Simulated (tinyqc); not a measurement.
Changing the background pressure p: vacuum evaporation: vapour pressure, source flux, thickness distribution, purity and step coverage. Computed by tinyqc, a small Python program. Command: `OMP_NUM_THREADS=1 python tinyqc.py 3112762 3112763 out.jsonl evap sweep`. One thread of a shared host (Intel(R) Xeon(R) Processor @ 2.30GHz), about 0.01 s of CPU time with the checks.

Molecular flow, unit sticking of the metal, no re-evaporation. The background gas is taken as water vapour (18.015 g/mol, collision diameter 0.37 nm) at 300 K.

Inputs (values chosen for the exercise, modelled on gallium, with constants for the liquid):
```
quantity                    value    unit
molar mass M                69.72   g/mol
film density rho             5.91  g/cm^3
vapour-pressure constant A  10.68       -
vapour-pressure constant B  14000       K
source temperature T         1370       K
source area                  0.21    cm^2
directionality n                3       -
source-to-wafer distance h     47      cm
wafer radius R                2.5      cm
sticking of background gas    0.4       -
```

Constants: u = 1.6605390666e-27 kg; k_B = 1.380649e-23 J/K; R = 8.314462618 J/(mol K).

Method:
- log10(p_v/Pa) = A - B/T; flux from the surface Phi = p_v/sqrt(2 pi m k_B T), m = M u.
- Mass loss = Phi x area x m; heat of evaporation = ln(10) R B; d ln Phi/dT = ln(10) B/T^2 - 1/(2 T).
- A small source emits (n + 1) Phi area cos^n(phi)/(2 pi) per solid angle; on a parallel plane at height h and lateral distance l the arrival rate is (n + 1) Phi area/(2 pi h^2) x (1 + (l/h)^2)^(-(n + 3)/2). Growth rate = arrival rate x m/rho, m = M u. The wafer is fixed and centred above the source.
- Mean free path lambda = k_B T_g/(sqrt2 pi d^2 p); unscattered share exp(-h/lambda); gas arrival p/sqrt(2 pi m_g k_B T_g); impurity ratio = sticking x gas arrival/metal arrival; monolayer time = 1e15 cm^-2/(sticking x gas arrival).

One run for each value:
```
background pressure p (Pa)  impurity ratio  unscattered share  monolayer time (s)  mean free path (m)
1.00e-08                        9.6116e-05         1.0000e+00          6.9755e+04          6.8098e+05
1.00e-07                        9.6116e-04         9.9999e-01          6.9755e+03          6.8098e+04
1.00e-06                        9.6116e-03         9.9993e-01          6.9755e+02          6.8098e+03
1.00e-05                        9.6116e-02         9.9931e-01          6.9755e+01          6.8098e+02
1.00e-04                        9.6116e-01         9.9312e-01          6.9755e+00          6.8098e+01
1.00e-03                        9.6116e+00         9.3331e-01          6.9755e-01          6.8098e+00
1.00e-02                        9.6116e+01         5.0149e-01          6.9755e-02          6.8098e-01
1.00e-01                        9.6116e+02         1.0060e-03          6.9755e-03          6.8098e-02
```

Over the rows, impurity ratio rises from 9.61e-5 to 961 (exponent d ln y / d ln x about 1.0 throughout); unscattered share falls from 1.000 to 0.00101; monolayer time (s) falls from 69800 to 0.00698 (exponent d ln y / d ln x about -1.0 throughout).

Caution (rows 0.00100, 0.0100, 0.100): more gas than metal sticks, so a compound rather than a metal film would grow.
